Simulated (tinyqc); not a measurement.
Inside a calculation. Method: geometry optimisation on the RHF/sto-3g surface (energies and gradients from PySCF), for BeH2, spin multiplicity 1. Computed by tinyqc, a small Python program that keeps every step (integrals from PySCF). Settings: charge = 0, multiplicity = 1, basis = sto-3g, optimiser = bfgs, first Hessian = 0.15, largest step = 0.1, iteration cap = 30. Command: `OMP_NUM_THREADS=1 python tinyqc.py 25142 25143 out.jsonl` (the two numbers bound the seeds that draw the settings). One thread of a shared host (Intel(R) Xeon(R) Processor @ 2.60GHz), about 0.5 s of CPU time with the checks.

## Step 1: energy and gradient

positions at the start (bohr):
```
             x          y          z
1Be  -0.077479  -0.064251  -0.039684
2H   -0.009449   2.545461   0.051023
3H    0.022677  -2.467982  -0.009449
```

Self-consistent energy and analytic gradient at these positions.

energy = -15.55778139 hartree

gradient (hartree/bohr):
```
               x            y            z
1Be  -0.00395252  -0.04354090  -0.00348236
2H    0.00254018   0.03507133   0.00235527
3H    0.00141234   0.00846956   0.00112709
```

## Step 1: move

Quasi-Newton step p = -H^(-1) g (first H = 0.15 times the unit matrix); steps longer than 0.1 bohr are cut back (factor 0.264 here).

positions after step 1 (bohr):
```
             x          y          z
1Be  -0.070535   0.012236  -0.033567
2H   -0.013911   2.483852   0.046885
3H    0.020196  -2.482861  -0.011429
```

## Step 2: energy and gradient

As before.

energy = -15.56066312 hartree

gradient (hartree/bohr):
```
               x            y            z
1Be  -0.00365638   0.00511778  -0.00247059
2H    0.00168954   0.00783443   0.00131031
3H    0.00196684  -0.01295221   0.00116028
```

## Step 2: move

inverse Hessian in use (bohr^2/hartree):
```
           1          2          3          4          5          6          7          8
1   6.705213   0.058126   0.027900  -0.019442  -0.143351  -0.015958  -0.019105   0.085225
2   0.058126   3.269573  -0.015567   0.021370   1.672900   0.042604  -0.079496   1.724193
3   0.027900  -0.015567   6.685907  -0.013233  -0.072511  -0.010447  -0.014666   0.088077
4  -0.019442   0.021370  -0.013233   6.675735   0.044825   0.007079   0.010373  -0.066195
5  -0.143351   1.672900  -0.072511   0.044825   6.175720   0.023205   0.098526  -1.181953
6  -0.015958   0.042604  -0.010447   0.007079   0.023205   6.671998   0.008879  -0.065810
7  -0.019105  -0.079496  -0.014666   0.010373   0.098526   0.008879   6.675398  -0.019030
8   0.085225   1.724193   0.088077  -0.066195  -1.181953  -0.065810  -0.019030   6.124426
9  -0.011942  -0.027038  -0.008793   0.006154   0.049305   0.005116   0.005787  -0.022267

           9
1  -0.011942
2  -0.027038
3  -0.008793
4   0.006154
5   0.049305
6   0.005116
7   0.005787
8  -0.022267
9   6.670343
```

Quasi-Newton step p = -H^(-1) g (the inverse Hessian comes from BFGS updates; coordinates in the order x, y, z of each atom); steps longer than 0.1 bohr are cut back (factor 0.861 here).

positions after step 2 (bohr):
```
             x          y          z
1Be  -0.047619   0.006006  -0.017655
2H   -0.024876   2.420738   0.038178
3H    0.008244  -2.413516  -0.018634
```

## Convergence

Stop when the largest gradient component is below 3e-5 hartree/bohr. The inverse Hessian follows the BFGS update with s = step, y = change of gradient.

Course of the optimisation:
```
step   E (hartree)  largest gradient (hartree/bohr)
1     -15.55778139                         4.35e-02
2     -15.56066312                         1.30e-02
3     -15.56119630                         5.67e-03
4     -15.56133147                         1.09e-03
5     -15.56134860                         4.75e-04
6     -15.56135277                         1.05e-04
7     -15.56135281                         1.01e-05
```

Final distances (angstrom):
```
pair    distance
2H-1Be  1.290555
3H-1Be  1.290561
3H-2H   2.581116
```

Converged in 7 steps.
